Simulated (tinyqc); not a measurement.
Surface Green function of a square-lattice strip three rows wide, Sancho-Rubio decimation: one step of the calculation.

A semi-infinite lead of cells 0, 1, 2, ... with H0 inside a cell and H1 = <cell i|H|cell i + 1>. A cell is one column of three sites. z = E + i eta.

Problem. Decimation. Start with e_s = e = H0, a = H1, b = H1^dagger. Each round: g = (z - e)^(-1); e_s <- e_s + a g b; e <- e + a g b + b g a; a <- a g a; b <- b g b (all with the old a, b). Round k joins cells 2^k apart.

Inputs (values chosen for the exercise):
- E = 1.65 eV (energy)
- eta = 0.1 eV (broadening)

H0 (eV):

|  | 1 | 2 | 3 |
|---|---|---|---|
| 1 | -0.47 | -0.46 | 0 |
| 2 | -0.46 | -0.02 | -0.46 |
| 3 | 0 | -0.46 | -0.06 |

H1 (eV):

|  | 1 | 2 | 3 |
|---|---|---|---|
| 1 | -1 | 0 | 0 |
| 2 | 0 | -1 | 0 |
| 3 | 0 | 0 | -1 |

Find: g; e_s after round 1; e after round 1; a after round 1; b after round 1.

Solution.

g (1/eV):

|  | 1 | 2 | 3 |
|---|---|---|---|
| 1 | 0.5025-0.0277i | -0.1482+0.0185i | 0.0394-0.0073i |
| 2 | -0.1482+0.0185i | 0.6869-0.0531i | -0.1833+0.0250i |
| 3 | 0.0394-0.0073i | -0.1833+0.0250i | 0.6316-0.0437i |

e_s after round 1 (eV):

|  | 1 | 2 | 3 |
|---|---|---|---|
| 1 | 0.0325-0.0277i | -0.6082+0.0185i | 0.0394-0.0073i |
| 2 | -0.6082+0.0185i | 0.6669-0.0531i | -0.6433+0.0250i |
| 3 | 0.0394-0.0073i | -0.6433+0.0250i | 0.5716-0.0437i |

e after round 1 (eV):

|  | 1 | 2 | 3 |
|---|---|---|---|
| 1 | 0.535-0.055i | -0.756+0.037i | 0.079-0.015i |
| 2 | -0.756+0.037i | 1.354-0.106i | -0.827+0.050i |
| 3 | 0.079-0.015i | -0.827+0.050i | 1.203-0.087i |

a after round 1 (eV):

|  | 1 | 2 | 3 |
|---|---|---|---|
| 1 | 0.5025-0.0277i | -0.1482+0.0185i | 0.0394-0.0073i |
| 2 | -0.1482+0.0185i | 0.6869-0.0531i | -0.1833+0.0250i |
| 3 | 0.0394-0.0073i | -0.1833+0.0250i | 0.6316-0.0437i |

b after round 1 (eV):

|  | 1 | 2 | 3 |
|---|---|---|---|
| 1 | 0.5025-0.0277i | -0.1482+0.0185i | 0.0394-0.0073i |
| 2 | -0.1482+0.0185i | 0.6869-0.0531i | -0.1833+0.0250i |
| 3 | 0.0394-0.0073i | -0.1833+0.0250i | 0.6316-0.0437i |

tinyqc, about 0.07 s, one thread, Intel Xeon 2.30GHz (shared host): `OMP_NUM_THREADS=1 python tinyqc.py 2680037 2680038 out.jsonl`
